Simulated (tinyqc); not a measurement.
From results back to parameters: band offset of a heterojunction with an interface dipole (two-band chains, self-consistent charge). Four cases, with inputs chosen for the exercise.

Problem. D0 is the offset of the mid-gaps without dipole, chi the charge moved per eV of offset and u the potential step per electron moved. In linear response the valence offset is S D0 - (G2 - G1)/2 with S = 1/(1 + u chi/2). Two interfaces between the same crystals differ in D0 by a known amount, as from a layer of fixed dipoles; their offsets come from hidden S and D0.

Case 1.

Values chosen (out of a larger set: gaps near those of GaAs and AlAs; the chains and D0 are free models, so the offsets are not those of the real pair; not measured data): G1 = 1.38 eV (gap on the left); G2 = 2.16 eV (gap on the right).

chi = 0.30156 1/eV

valence offsets (eV): first -0.76170, second 0.07610

D0(second) - D0(first) = 1.42 eV

Case 2.

Values chosen (out of a larger set: gaps near those of Si and SiO2; the chains and D0 are free models, so the offsets are not those of the real pair; not measured data): G1 = 1.13 eV (gap on the left); G2 = 9.12 eV (gap on the right).

chi = 0.07276 1/eV

valence offsets (eV): first -4.38087, second -3.76512

D0(second) - D0(first) = 0.75 eV

Case 3.

Values chosen (out of a larger set: gaps near those of SiC and SiO2; the chains and D0 are free models, so the offsets are not those of the real pair; not measured data): G1 = 3.35 eV (gap on the left); G2 = 9.34 eV (gap on the right).

chi = 0.05004 1/eV

valence offsets (eV): first -3.22369, second -2.74090

D0(second) - D0(first) = 0.57 eV

Case 4.

Values chosen (out of a larger set: gaps near those of GaAs and AlAs; the chains and D0 are free models, so the offsets are not those of the real pair; not measured data): G1 = 1.41 eV (gap on the left); G2 = 2.22 eV (gap on the right).

chi = 0.28960 1/eV

valence offsets (eV): first -0.55970, second 0.03530

D0(second) - D0(first) = 1.00 eV

Find: S; D0 of the first; u.

Solution. S is the change of the offset over the change of D0; then D0 = (offset + (G2 - G1)/2)/S and u = 2 (1/S - 1)/chi.

Case 1.

S = 0.590
D0 of the first = -0.63 eV
u = 4.6 eV

Case 2.

S = 0.821
D0 of the first = -0.47 eV
u = 6.0 eV

Case 3.

S = 0.847
D0 of the first = -0.27 eV
u = 7.2 eV

Case 4.

S = 0.595
D0 of the first = -0.26 eV
u = 4.7 eV

Computed by tinyqc, one run a case: `OMP_NUM_THREADS=1 python tinyqc.py N N+1 out.jsonl` with N = 1481704, 1481720, 1481725, 1481728; one thread of a shared Intel(R) Xeon(R) Processor @ 2.30GHz, about 0.5 s a run at most.
